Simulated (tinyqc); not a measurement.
RKS/PBE in the sto-3g basis, for H4, spin multiplicity 1, step by step. Computed by tinyqc, a small Python program that keeps every step (integrals from PySCF). Settings: charge = 0, multiplicity = 1, basis = sto-3g, energy threshold = 1e-08, iteration cap = 68, orthogonalisation = symmetric, start = highest core orbitals, DIIS depth = 8, method = RKS, functional = pbe,pbe, grid = [20, 86]. Command: `OMP_NUM_THREADS=1 python tinyqc.py 28846 28847 out.jsonl` (the two numbers bound the seeds that draw the settings). One thread of a shared host (Intel(R) Xeon(R) Processor @ 2.60GHz), about 0.5 s of CPU time with the checks. Later iterations appear only in the table of the cycle.

## One-electron integrals

Geometry (angstrom):
```
atom       x       y       z
H     0.0000  0.0000  0.0000
H     0.0000  0.0000  1.2330
H     0.0000  0.0000  3.3090
H     0.0000  0.0000  4.5420
```

Basis sto-3g: exponents (1/bohr^2) and contraction coefficients of normalised primitives:
```
element  l (shell)  exponent  coefficient
H            s (1)    3.4253       0.1543
H            s (1)    0.6239       0.5353
H            s (1)    0.1689       0.4446
```

Overlap, kinetic and nuclear-attraction integrals over the contracted functions; the nuclear repulsion is the sum of Za Zb / Rab.

nuclear repulsion = 1.549608 hartree

overlap S, lower triangle:
```
        1H 1s   2H 1s   3H 1s   4H 1s
1H 1s  1.0000
2H 1s  0.3707  1.0000
3H 1s  0.0093  0.1051  1.0000
4H 1s  0.0004  0.0093  0.3707  1.0000
```

kinetic energy T (hartree), lower triangle:
```
         1H 1s    2H 1s   3H 1s   4H 1s
1H 1s   0.7600
2H 1s   0.0459   0.7600
3H 1s  -0.0043  -0.0108  0.7600
4H 1s  -0.0004  -0.0043  0.0459  0.7600
```

nuclear attraction V (hartree), lower triangle:
```
         1H 1s    2H 1s    3H 1s    4H 1s
1H 1s  -1.9270
2H 1s  -0.6580  -2.0653
3H 1s  -0.0139  -0.1632  -2.0653
4H 1s  -0.0006  -0.0139  -0.6580  -1.9270
```

core Hamiltonian H = T + V (hartree), lower triangle:
```
         1H 1s    2H 1s    3H 1s    4H 1s
1H 1s  -1.1669
2H 1s  -0.6121  -1.3053
3H 1s  -0.0181  -0.1740  -1.3053
4H 1s  -0.0009  -0.0181  -0.6121  -1.1669
```

## Two-electron integrals

Functions are numbered as in S; the eight-fold symmetry (ij|kl) = (ji|kl) = (kl|ij) leaves the list below.

Two-electron integrals (ij|kl) in chemists' order, unique and non-zero (hartree):
```
(11|11) 0.7746     (21|11) 0.2150     (21|21) 0.0830     (22|11) 0.4089
(22|21) 0.2150     (22|22) 0.7746     (31|11) 0.0031     (31|21) 0.0015
(31|22) 0.0049     (31|31) 3.94e-05   (32|11) 0.0253     (32|21) 0.0129
(32|22) 0.0483     (32|31) 4.41e-04   (32|32) 0.0056     (33|11) 0.1599
(33|21) 0.0736     (33|22) 0.2543     (33|31) 0.0031     (33|32) 0.0483
(33|33) 0.7746     (41|11) 9.77e-05   (41|21) 4.82e-05   (41|22) 1.75e-04
(41|31) 1.64e-06   (41|32) 2.08e-05   (41|33) 1.75e-04   (41|41) 7.77e-08
(42|11) 0.0018     (42|21) 0.0008     (42|22) 0.0031     (42|31) 3.19e-05
(42|32) 4.41e-04   (42|33) 0.0049     (42|41) 1.64e-06   (42|42) 3.94e-05
(43|11) 0.0502     (43|21) 0.0223     (43|22) 0.0736     (43|31) 0.0008
(43|32) 0.0129     (43|33) 0.2150     (43|41) 4.82e-05   (43|42) 0.0015
(43|43) 0.0830     (44|11) 0.1165     (44|21) 0.0502     (44|22) 0.1599
(44|31) 0.0018     (44|32) 0.0253     (44|33) 0.4089     (44|41) 9.77e-05
(44|42) 0.0031     (44|43) 0.2150     (44|44) 0.7746
```

## Orthogonalisation

S = U s U^T; symmetric (Loewdin) form X = U s^(-1/2) U^T, so that X^T S X = 1.

eigenvalues of S: 0.5821  0.6692  1.3124  1.4363

X, lower triangle:
```
         1H 1s    2H 1s    3H 1s   4H 1s
1H 1s   1.0577
2H 1s  -0.2044   1.0626
3H 1s   0.0122  -0.0606   1.0626
4H 1s  -0.0028   0.0122  -0.2044  1.0577
```

## Starting guess

The start is the highest orbitals of the core Hamiltonian (a deliberately bad start); D = 2 C_occ C_occ^T.

D at the start, lower triangle:
```
         1H 1s    2H 1s    3H 1s   4H 1s
1H 1s   1.9591
2H 1s  -1.5113   1.1880
3H 1s   0.1553  -0.2810   1.1880
4H 1s   0.0684   0.1553  -1.5113  1.9591
```

## Iteration 1: exchange-correlation on the grid

Becke grid with 20 radial and 86 angular points per atom, points of zero weight dropped. rho = sum D_ij phi_i phi_j; V_xc,ij = sum w v_xc phi_i phi_j plus the gradient terms; v_xc is d(rho eps)/d rho at fixed gradient.

The 16 grid points with the largest w rho, of 6850 (bohr, atomic units):
```
x              y        z       w     rho  |grad rho|^2   eps_xc     v_xc
-0.4604   0.0000   9.7239  0.0747  0.0515        0.0146  -0.3413  -0.3871
0.4604    0.0000   9.7239  0.0747  0.0515        0.0146  -0.3413  -0.3871
0.0000    0.4604   9.7239  0.0747  0.0515        0.0146  -0.3413  -0.3871
0.0000   -0.4604   9.7239  0.0747  0.0515        0.0146  -0.3413  -0.3871
0.0000   -0.4604  -1.1408  0.0747  0.0515        0.0146  -0.3413  -0.3871
0.0000    0.4604  -1.1408  0.0747  0.0515        0.0146  -0.3413  -0.3871
-0.4604   0.0000  -1.1408  0.0747  0.0515        0.0146  -0.3413  -0.3871
0.4604    0.0000  -1.1408  0.0747  0.0515        0.0146  -0.3413  -0.3871
0.0000    0.0000   9.8133  0.0730  0.0519        0.0147  -0.3418  -0.3882
0.0000    0.0000  -1.2302  0.0730  0.0519        0.0147  -0.3418  -0.3882
0.8542   -0.2326   9.4373  0.0751  0.0501        0.0141  -0.3392  -0.3830
-0.2326   0.8542   9.4373  0.0751  0.0501        0.0141  -0.3392  -0.3830
0.2326    0.8542   9.4373  0.0751  0.0501        0.0141  -0.3392  -0.3830
-0.2326  -0.8542   9.4373  0.0751  0.0501        0.0141  -0.3392  -0.3830
0.2326   -0.8542   9.4373  0.0751  0.0501        0.0141  -0.3392  -0.3830
-0.8542   0.2326   9.4373  0.0751  0.0501        0.0141  -0.3392  -0.3830
```

electrons on the grid, sum of w rho = 3.9999

E_xc = sum of w rho eps_xc = -1.562306 hartree

V_xc (hartree), lower triangle:
```
         1H 1s    2H 1s    3H 1s    4H 1s
1H 1s  -0.4696
2H 1s  -0.1259  -0.3921
3H 1s  -0.0023  -0.0284  -0.3921
4H 1s  -0.0001  -0.0023  -0.1259  -0.4696
```

## Iteration 1: building the Kohn-Sham matrix

J_ij = sum D_kl (ij|kl); F = H + J + V_xc; E = tr D H + tr D J / 2 + E_xc + E_nn.

Coulomb J (hartree), lower triangle:
```
        1H 1s   2H 1s   3H 1s   4H 1s
1H 1s  1.6071
2H 1s  0.5377  1.4397
3H 1s  0.0117  0.1332  1.4397
4H 1s  0.0005  0.0117  0.5377  1.6071
```

Kohn-Sham matrix F (hartree), lower triangle:
```
         1H 1s    2H 1s    3H 1s    4H 1s
1H 1s  -0.0294
2H 1s  -0.2003  -0.2577
3H 1s  -0.0088  -0.0692  -0.2577
4H 1s  -0.0005  -0.0088  -0.2003  -0.0294
```

total energy of this density = -0.699825 hartree

## Iteration 1: diagonalisation and new density

Diagonalise F' = X^T F X, C = X C', fill 2 alpha and 2 beta electrons from the bottom; D = 2 C_occ C_occ^T. Each column has its largest component positive (the first on a tie).

F' = X^T F X (hartree), lower triangle:
```
         1        2        3       4
1   0.0431
2  -0.1722  -0.1973
3   0.0125  -0.0514  -0.1973
4  -0.0036   0.0125  -0.1722  0.0431
```

orbital energies (hartree): MO1 -0.3197, MO2 -0.2579, MO3 0.1104, MO4 0.1587

coefficients C:
```
          MO1      MO2      MO3      MO4
1H 1s  0.1789   0.2577   0.7368   0.7206
2H 1s  0.5921   0.5998  -0.4121  -0.5427
3H 1s  0.5921  -0.5998  -0.4121   0.5427
4H 1s  0.1789  -0.2577   0.7368  -0.7206
```

D after iteration 1, lower triangle:
```
         1H 1s    2H 1s   3H 1s   4H 1s
1H 1s   0.1969
2H 1s   0.5210   1.4206
3H 1s  -0.0972  -0.0182  1.4206
4H 1s  -0.0688  -0.0972  0.5210  0.1969
```

## Iteration 2: exchange-correlation on the grid

As before.

The 16 grid points with the largest w rho, of 6850 (bohr, atomic units):
```
x              y       z       w     rho  |grad rho|^2   eps_xc     v_xc
0.7103    0.7103  6.9634  0.0677  0.0552        0.0126  -0.3421  -0.4045
0.7103   -0.7103  6.9634  0.0677  0.0552        0.0126  -0.3421  -0.4045
-0.7103  -0.7103  6.9634  0.0677  0.0552        0.0126  -0.3421  -0.4045
-0.7103   0.7103  6.9634  0.0677  0.0552        0.0126  -0.3421  -0.4045
0.7103    0.7103  1.6198  0.0677  0.0552        0.0126  -0.3421  -0.4045
-0.7103  -0.7103  1.6198  0.0677  0.0552        0.0126  -0.3421  -0.4045
-0.7103   0.7103  1.6198  0.0677  0.0552        0.0126  -0.3421  -0.4045
0.7103   -0.7103  1.6198  0.0677  0.0552        0.0126  -0.3421  -0.4045
1.1408    0.0000  6.7135  0.0722  0.0507        0.0121  -0.3364  -0.3893
0.0000   -1.1408  6.7135  0.0722  0.0507        0.0121  -0.3364  -0.3893
-1.1408   0.0000  6.7135  0.0722  0.0507        0.0121  -0.3364  -0.3893
0.0000    1.1408  6.7135  0.0722  0.0507        0.0121  -0.3364  -0.3893
1.1408    0.0000  1.8696  0.0722  0.0507        0.0121  -0.3364  -0.3893
0.0000    1.1408  1.8696  0.0722  0.0507        0.0121  -0.3364  -0.3893
-1.1408   0.0000  1.8696  0.0722  0.0507        0.0121  -0.3364  -0.3893
0.0000   -1.1408  1.8696  0.0722  0.0507        0.0121  -0.3364  -0.3893
```

electrons on the grid, sum of w rho = 4.0001

E_xc = sum of w rho eps_xc = -1.411014 hartree

V_xc (hartree), lower triangle:
```
         1H 1s    2H 1s    3H 1s    4H 1s
1H 1s  -0.3367
2H 1s  -0.1404  -0.4883
3H 1s  -0.0028  -0.0342  -0.4883
4H 1s  -0.0001  -0.0028  -0.1404  -0.3367
```

## Iteration 2: building the Kohn-Sham matrix

As before.

Coulomb J (hartree), lower triangle:
```
        1H 1s   2H 1s   3H 1s   4H 1s
1H 1s  1.2580
2H 1s  0.5710  1.8710
3H 1s  0.0145  0.1735  1.8710
4H 1s  0.0006  0.0145  0.5710  1.2580
```

Kohn-Sham matrix F (hartree), lower triangle:
```
         1H 1s    2H 1s    3H 1s    4H 1s
1H 1s  -0.2456
2H 1s  -0.1814   0.0775
3H 1s  -0.0064  -0.0347   0.0775
4H 1s  -0.0004  -0.0064  -0.1814  -0.2456
```

total energy of this density = -1.796934 hartree

## Iteration 2: DIIS over 2 matrices

error matrix X^T (FDS - SDF) X:
```
         1        2        3        4
1   0.0000  -0.4884   0.0444   0.0000
2   0.4884   0.0000   0.0000  -0.0444
3  -0.0444   0.0000   0.0000   0.4884
4   0.0000   0.0444  -0.4884   0.0000
```

B (overlaps of the stored error matrices):
```
               1              2
1  3.5493111e-02  1.8359505e-01
2  1.8359505e-01  9.6198437e-01
```

Minimise |sum c_i e_i|^2 with sum c_i = 1: solve [B -1; -1 0][c; lambda] = [0; -1] with B_ij = tr e_i^T e_j, and take F = sum c_i F_i.

DIIS coefficients: 1.2350  -0.2350

extrapolated F (hartree), lower triangle:
```
         1H 1s    2H 1s    3H 1s   4H 1s
1H 1s   0.0214
2H 1s  -0.2048  -0.3364
3H 1s  -0.0093  -0.0773  -0.3364
4H 1s  -0.0006  -0.0093  -0.2048  0.0214
```

## Iteration 2: diagonalisation and new density

As before.

F' = X^T F X (hartree), lower triangle:
```
         1        2        3       4
1   0.0985
2  -0.1714  -0.2815
3   0.0126  -0.0506  -0.2815
4  -0.0038   0.0126  -0.1714  0.0985
```

orbital energies (hartree): MO1 -0.3847, MO2 -0.3124, MO3 0.1473, MO4 0.1839

coefficients C:
```
          MO1      MO2      MO3      MO4
1H 1s  0.1055   0.1640   0.7508   0.7475
2H 1s  0.6298   0.6639  -0.3517  -0.4620
3H 1s  0.6298  -0.6639  -0.3517   0.4620
4H 1s  0.1055  -0.1640   0.7508  -0.7475
```

D after iteration 2, lower triangle:
```
         1H 1s    2H 1s   3H 1s   4H 1s
1H 1s   0.0760
2H 1s   0.3506   1.6749
3H 1s  -0.0849  -0.0881  1.6749
4H 1s  -0.0315  -0.0849  0.3506  0.0760
```

## Iteration 22 (converged): orbitals

converged F (hartree), lower triangle:
```
         1H 1s    2H 1s    3H 1s    4H 1s
1H 1s  -0.1448
2H 1s  -0.2002  -0.1477
3H 1s  -0.0080  -0.0582  -0.1477
4H 1s  -0.0005  -0.0080  -0.2002  -0.1448
```

As before.

F' = X^T F X (hartree), lower triangle:
```
         1        2        3        4
1  -0.0815
2  -0.1709  -0.0790
3   0.0122  -0.0529  -0.0790
4  -0.0033   0.0122  -0.1709  -0.0815
```

orbital energies (hartree): MO1 -0.2688, MO2 -0.2370, MO3 0.0521, MO4 0.1327

coefficients C:
```
          MO1      MO2      MO3      MO4
1H 1s  0.3843   0.4659   0.6536  -0.6072
2H 1s  0.4477   0.4049  -0.5657   0.7002
3H 1s  0.4477  -0.4049  -0.5657  -0.7002
4H 1s  0.3843  -0.4659   0.6536   0.6072
```

D after iteration 22, lower triangle:
```
         1H 1s    2H 1s   3H 1s   4H 1s
1H 1s   0.7294
2H 1s   0.7214   0.7288
3H 1s  -0.0332   0.0730  0.7288
4H 1s  -0.1388  -0.0332  0.7214  0.7294
```

## Convergence

Stop when the energy changes by less than 1e-08 hartree and every element of the error matrix X^T (F D S - S D F) X is below 3e-05.

Course of the cycle:
```
iteration  E (hartree)     change  largest element of the error matrix
1            -0.699825          -                             9.42e-02
2            -1.796934  -1.10e+00                             4.88e-01
3            -1.553088   2.44e-01                             5.63e-01
4            -1.509222   4.39e-02                             5.68e-01
5            -1.517510  -8.29e-03                             5.67e-01
6            -1.518742  -1.23e-03                             5.67e-01
7            -1.519218  -4.76e-04                             5.67e-01
8            -1.519463  -2.45e-04                             5.67e-01
9            -1.519609  -1.46e-04                             5.67e-01
10           -1.404990   1.15e-01                             5.61e-01
11           -1.666796  -2.62e-01                             5.39e-01
12           -1.956156  -2.89e-01                             3.76e-01
13           -2.096219  -1.40e-01                             1.60e-01
14           -2.113053  -1.68e-02                             9.86e-02
15           -2.117235  -4.18e-03                             7.54e-02
16           -2.119111  -1.88e-03                             6.23e-02
17           -2.120244  -1.13e-03                             5.27e-02
18           -2.121248  -1.00e-03                             4.25e-02
19           -2.122965  -1.72e-03                             1.15e-02
20           -2.123100  -1.35e-04                             3.19e-04
21           -2.123100  -1.02e-07                             4.61e-05
22           -2.123100  -1.50e-09                             2.59e-05
```

PySCF RKS in the same basis, fine grid = -2.123111 hartree

Converged in 22 iterations. The coarse grid moves the energy by +1.07e-05 hartree.

## Populations, bond orders and dipole

Mulliken: Z minus the diagonal of D S on the atom; Loewdin: the same with S^(1/2) D S^(1/2); Mayer order: 2 sum_s sum (D(s) S)_ij (D(s) S)_ji over the two atoms.

Charges (e):
```
atom  Mulliken  Loewdin
1H      0.0036   0.0031
2H     -0.0036  -0.0031
3H     -0.0036  -0.0031
4H      0.0036   0.0031
```

Mayer bond orders:
```
pair      order
2-1      0.9792
3-1   -1.96e-06
3-2      0.0207
4-1      0.0207
4-2   -1.96e-06
4-3      0.9792
```

dipole moment about the origin, x y z (debye): 0.0000  0.0000  0.0000
